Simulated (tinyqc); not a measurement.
Worked calculation: deformation potentials from a strained empirical pseudopotential. Values are carried at full precision from step to step, so a last printed digit may differ when a step is redone from the rounded ones.

Diamond lattice, no spin-orbit coupling. Atomic form factor V(q) = a1 (q^2 - a2)/(a3 exp(a4 q^2) - 1) in rydberg with q in 1/bohr, for the unstrained cell. Under a strain e the reciprocal vectors and k go over into (1 + e)^(-1) G, the atoms sit at +/- tau with tau = (1 + e) a (1,1,1)/8 - zeta a (eyz, ezx, exy)/4, and H(G,G') = c |k + G|^2 delta + (V(q)/det(1 + e)) cos(q.tau), q = G - G', with the term q = 0 left out; c = hbar^2/2m0. The basis is fixed before straining: all G with |k + G|^2 up to 16 (2 pi/a)^2. k is given in units of 2 pi/a of the unstrained cell.

Constants: a0 (Bohr radius) = 0.5291772105 angstrom; hbar^2/2m0 = 3.80998211 eV angstrom^2; Ry = 13.60569312 eV.

Parameters, chosen for this exercise (a germanium-sized cell with gaps well above those of Ge; the results hold for these values, not for the real material):
- a = 5.65 angstrom (lattice constant)
- A = (0.4, 2.447, 2.079, 0.46) (a1 (Ry bohr^2), a2 (1/bohr^2), a3, a4 (bohr^2))
- h = 0.005 (size of the test strain)
- kD = 0.82 2 pi/a (position of the Delta minimum)
- zeta = 0.59 (internal-strain parameter)

## Form factors, unstrained and under a volume change

q^2 = n (2 pi/a)^2 a0^2 for the shells n = 3, 8, 11; for e = h 1, q^2 is divided by (1 + h)^2 and V by (1 + h)^3. Last column: the change divided by the relative change of volume, (1 + h)^3 - 1.

Form factors:

| n | q^2 (1/bohr^2) | V (Ry) | V expanded (Ry) | dV/(dVol/Vol) (Ry) |
|---|---|---|---|---|
| 3 | 1.03893 | -0.23939 | -0.23917 | 0.0143 |
| 8 | 2.77048 | 0.02011 | 0.01839 | -0.1138 |
| 11 | 3.80941 | 0.04958 | 0.04840 | -0.0784 |

## Gaps under a volume change

e = -h 1, 0, +h 1; gaps from the valence top to the s-like level at Gamma (level 5), and to level 5 at (kD,0,0) and (1/2,1/2,1/2).

Gaps (eV):

| gap | e = -h | e = 0 | e = +h |
|---|---|---|---|
| Gamma, s-like | 1.57092 | 1.43883 | 1.30785 |
| Delta | 1.16360 | 1.17799 | 1.19071 |
| L | 1.07858 | 1.03634 | 0.99370 |

## Hydrostatic deformation potentials

a = [E(+h) - E(-h)]/(3 ln((1 + h)/(1 - h))).

a of the gaps to Gamma, Delta, L (eV): -8.77  0.90  -2.83

Compression opens the Gamma gap, opens the L gap and closes the Delta gap. Only differences are defined here: the absolute shifts depend on the mean potential, which this model leaves out.

## Tetragonal strain

e = diag(-h/2, -h/2, h). Level 5 at (kD,0,0) and (0,0,kD), and levels 2 to 4 at Gamma, all from the mean of the three valence levels.

Delta x, Delta z (eV): 1.15855  1.21679

valence levels (eV): -0.04481  0.02241  0.02241

## Xu of the Delta valleys and b

For e = diag(-h/2, -h/2, h): E(Delta z) - E(Delta x) = Xu (ezz - exx), and without spin-orbit coupling E(Z) - E(X, Y) = 3 b (ezz - exx); Z is the single level, X and Y the pair.

Xu = 7.76 eV
b = -2.99 eV

Stretching along z raises the valleys on the z axis and lowers the Z valence state. One-sided differences carry an error of order h. A local potential fitted to band energies alone fixes these slopes only roughly; b tends to come out too large and Xu of L too small.

## Trigonal strain

exy = eyz = ezx = h, with the internal displacement. Level 5 at (1/2,1/2,1/2) and (1/2,-1/2,-1/2), and levels 2 to 4 at Gamma, from the mean of the three valence levels.

L [111], L [1-1-1] (eV): 1.15319  0.99646

valence levels (eV): -0.06839  0.03419  0.03419

## Xu of the L valleys and d

For the tensor strain exy = eyz = ezx = h: E(L [111]) - E(L [1-1-1]) = (8/3) Xu h, and E(single valence level) - E(pair) = 3 sqrt(3) d h. Find Xu and d.

Xu (L) = 11.75 eV
d = -3.95 eV

## Checks

- Level 5 at (kD,0,0) and (0,kD,0) under the tetragonal strain (eV): both 10.4465.

Computed by tinyqc, a small Python program: `OMP_NUM_THREADS=1 python tinyqc.py 1850314 1850315 out.jsonl` (the numbers bound the seed that draws the inputs); one thread of a shared host (Intel(R) Xeon(R) Processor @ 2.30GHz), about 0.2 s for the whole set of steps.
